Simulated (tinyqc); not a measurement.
Worked calculation: Hartree-Fock atom on a uniform radial grid, spin-unpolarised, for Be(2+). Computed by tinyqc, a small Python program that keeps every step. Settings: Z = 4, points = 64, R = 5.9, functional = hf2, mixing = 0.2, iteration cap = 55. Command: `OMP_NUM_THREADS=1 python tinyqc.py 26519 26520 out.jsonl` (the two numbers bound the seeds that draw the settings). One thread of a shared host (Intel(R) Xeon(R) Processor @ 2.60GHz), about 0.05 s of CPU time with the checks. Later iterations appear only in the table of the cycle.

## Iteration 1

Spherical atom on a uniform radial grid r_j = j h with h = R/(N + 1), h sum u^2 = 1 and integrals as h times sums, u(0) = u(R) = 0 (atomic units):
```
parameter           value
Z                       4
points N               64
R                5.900000
h                0.090769
mixing           0.200000
electrons in 1s         2
```

Three-point differences turn -u''/2 + [l(l+1)/2r^2 - Z/r + V] u = e u into a tridiagonal matrix (diagonal 1/h^2 + potential, off-diagonal -1/2h^2). D = sum f u^2; the Hartree potential y/r solves y'' = -D/r with y(0) = 0, y(R) = N_e; for two electrons in one orbital exchange is -V_H/2 (Hartree-Fock); E = sum f e - int D V + int D (V_H/2 + eps_xc); V(new) = V + mixing (V_H + v_xc - V).

eigenvalues (hartree): 1s -7.75242

Every 4th grid point:
```
r           V in     u(1s)         D      V_H      v_xc
0.36308  0.00000   1.35844   3.69070  4.75057  -2.37528
0.72615  0.00000   0.65529   0.85882  2.71947  -1.35973
1.08923  0.00000   0.23708   0.11241  1.83432  -0.91716
1.45231  0.00000   0.07624   0.01163  1.37702  -0.68851
1.81538  0.00000   0.02299   0.00106  1.10169  -0.55084
2.17846  0.00000   0.00665   0.00009  0.91808  -0.45904
2.54154  0.00000   0.00187  7.01e-06  0.78692  -0.39346
2.90462  0.00000   0.00052  5.33e-07  0.68856  -0.34428
3.26769  0.00000   0.00014  3.92e-08  0.61205  -0.30603
3.63077  0.00000  3.75e-05  2.82e-09  0.55085  -0.27542
3.99385  0.00000  9.96e-06  1.98e-10  0.50077  -0.25039
4.35692  0.00000  2.62e-06  1.37e-11  0.45904  -0.22952
4.72000  0.00000  6.84e-07         0  0.42373  -0.21186
5.08308  0.00000  1.77e-07         0  0.39346  -0.19673
5.44615  0.00000  4.44e-08         0  0.36723  -0.18362
5.80923  0.00000  5.83e-09         0  0.34428  -0.17214
```

total energy = -13.0390738 hartree

## Iteration 2

As before.

eigenvalues (hartree): 1s -7.26166

Every 4th grid point:
```
r           V in     u(1s)         D      V_H      v_xc
0.36308  0.47506   1.35287   3.66050  4.71361  -2.35681
0.72615  0.27195   0.67328   0.90660  2.71518  -1.35759
1.08923  0.18343   0.25281   0.12783  1.83392  -0.91696
1.45231  0.13770   0.08460   0.01431  1.37698  -0.68849
1.81538  0.11017   0.02658   0.00141  1.10169  -0.55084
2.17846  0.09181   0.00802   0.00013  0.91808  -0.45904
2.54154  0.07869   0.00235  1.11e-05  0.78692  -0.39346
2.90462  0.06886   0.00068  9.18e-07  0.68856  -0.34428
3.26769  0.06121   0.00019  7.37e-08  0.61205  -0.30603
3.63077  0.05508   0.00005  5.77e-09  0.55085  -0.27542
3.99385  0.05008  1.49e-05  4.43e-10  0.50077  -0.25039
4.35692  0.04590  4.09e-06  3.35e-11  0.45904  -0.22952
4.72000  0.04237  1.12e-06         0  0.42373  -0.21186
5.08308  0.03935  3.02e-07         0  0.39346  -0.19673
5.44615  0.03672  7.88e-08         0  0.36723  -0.18362
5.80923  0.03443  1.06e-08         0  0.34428  -0.17214
```

total energy = -13.0820837 hartree

## Iteration 3

As before.

eigenvalues (hartree): 1s -6.87729

Every 4th grid point:
```
r           V in     u(1s)         D      V_H      v_xc
0.36308  0.85141   1.34778   3.63303  4.68272  -2.34136
0.72615  0.48908   0.68758   0.94554  2.71137  -1.35569
1.08923  0.33014   0.26599   0.14150  1.83355  -0.91678
1.45231  0.24786   0.09189   0.01689  1.37695  -0.68848
1.81538  0.19830   0.02984   0.00178  1.10168  -0.55084
2.17846  0.16525   0.00931   0.00017  0.91808  -0.45904
2.54154  0.14165   0.00283  1.60e-05  0.78692  -0.39346
2.90462  0.12394   0.00084  1.42e-06  0.68856  -0.34428
3.26769  0.11017   0.00025  1.22e-07  0.61205  -0.30603
3.63077  0.09915   0.00007  1.03e-08  0.55085  -0.27542
3.99385  0.09014  2.06e-05  8.46e-10  0.50077  -0.25039
4.35692  0.08263  5.86e-06  6.86e-11  0.45904  -0.22952
4.72000  0.07627  1.66e-06         0  0.42373  -0.21186
5.08308  0.07082  4.64e-07         0  0.39346  -0.19673
5.44615  0.06610  1.25e-07         0  0.36723  -0.18362
5.80923  0.06197  1.72e-08         0  0.34428  -0.17214
```

total energy = -13.1096691 hartree

## Convergence

Stop when input and output potentials agree to 1e-7.

Course of the cycle (hartree):
```
iteration            E     e(1s)  largest |V(out) - V(in)|
1          -13.0390738  -7.75242                  3.76e+00
2          -13.0820837  -7.26166                  2.95e+00
3          -13.1096691  -6.87729                  2.31e+00
4          -13.1271653  -6.57586                  1.81e+00
5          -13.1381571  -6.33921                  1.41e+00
6          -13.1450074  -6.15322                  1.11e+00
7          -13.1492481  -6.00694                  8.65e-01
8          -13.1518590  -5.89180                  6.76e-01
9          -13.1534593  -5.80111                  5.29e-01
10         -13.1544366  -5.72964                  4.13e-01
11         -13.1550318  -5.67329                  3.23e-01
...                ...       ...                       ...
45         -13.1559484  -5.46180                  8.82e-05
46         -13.1559484  -5.46179                  7.00e-05
47         -13.1559484  -5.46177                  5.56e-05
48         -13.1559484  -5.46176                  4.41e-05
49         -13.1559484  -5.46175                  3.50e-05
50         -13.1559484  -5.46175                  2.78e-05
51         -13.1559484  -5.46174                  2.21e-05
52         -13.1559484  -5.46174                  1.75e-05
53         -13.1559484  -5.46174                  1.39e-05
54         -13.1559484  -5.46173                  1.11e-05
55         -13.1559484  -5.46173                  8.79e-06
```

Not converged within 55 iterations: the residual falls steadily but slowly, by a factor of about 0.79 a step. Reruns (cap 100 unless said): mixing 0.3: converged in 48; mixing 0.6: converged in 19; the original settings with a cap of 400: converged in 75. Even converged, this uniform grid resolves the cusp poorly and misses the energy of the atom.
